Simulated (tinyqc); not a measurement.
What each parameter does: quaternary alloy A(x)B(1-x)C(y)D(1-y) matched to a substrate.

Q(x,y) = x y Q_AC + x (1 - y) Q_AD + (1 - x) y Q_BC + (1 - x)(1 - y) Q_BD for the lattice constant. Gap, rule 1: Q(x,y) - x (1 - x)[y C_ABC + (1 - y) C_ABD] - y (1 - y)[x C_ACD + (1 - x) C_BCD]. Rule 2 (mean of ternaries): {x (1 - x)[y T_ABC(x) + (1 - y) T_ABD(x)] + y (1 - y)[x T_ACD(y) + (1 - x) T_BCD(y)]}/{x (1 - x) + y (1 - y)}, T_ABC(x) = x E_AC + (1 - x) E_BC - C_ABC x (1 - x), T_ACD(y) = y E_AC + (1 - y) E_AD - C_ACD y (1 - y), and alike. Only the Gamma valley is followed.

Matching a(x,y) = a_s gives x = (a_s - y a_BC - (1 - y) a_BD)/(y (a_AC - a_BC) + (1 - y)(a_AD - a_BD)).

Parameters, chosen for this exercise (AC, AD, BC, BD near GaAs, GaP, InAs and InP; substrate near InP; shifted at random, so the results belong to these values and not to a real crystal): a = (5.659, 5.446, 6.059, 5.867) angstrom (lattice constants of AC, AD, BC, BD); Eg = (1.498, 2.843, 0.418, 1.428) eV (gaps at Gamma of AC, AD, BC, BD); Cb = (0.531, 0.558, 0.177, 0.1) eV (bowing of ABC, ABD, ACD, BCD); a_s = 5.867 angstrom (substrate); y = 0.5 (fraction of C).

x is matched anew each time.

One parameter was then changed.

Results before and after:
```
case          x  rule 1 (eV)  rule 2 (eV)
base     0.2339       1.0877       1.1568
changed  0.2291       1.0940       1.1626
```

Which of these changes was made? (a) a = (5.669, 5.446, 6.059, 5.867) angstrom; (b) Eg = (1.548, 2.843, 0.418, 1.428) eV; (c) a_s = 5.863 angstrom; (d) Cb = (0.637, 0.67, 0.212, 0.12) eV; (e) y = 0.49.

Answer: (e) y = 0.49. Of the candidates, run in turn, only this one gives the changed row.

All candidates:
```
case                                            x  rule 1 (eV)  rule 2 (eV)
base                                       0.2339       1.0877       1.1568
y = 0.49                                   0.2291       1.0940       1.1626
a_s = 5.863 angstrom                       0.2436       1.0969       1.1672
Cb = (0.637, 0.67, 0.212, 0.12) eV         0.2339       1.0623       1.1453
Eg = (1.548, 2.843, 0.418, 1.428) eV       0.2339       1.0935       1.1627
a = (5.669, 5.446, 6.059, 5.867) angstrom  0.2367       1.0904       1.1599
```

tinyqc: `OMP_NUM_THREADS=1 python tinyqc.py 1050562 1050563 out.jsonl`; about 0.01 s, one thread, shared Intel(R) Xeon(R) Processor @ 2.30GHz.
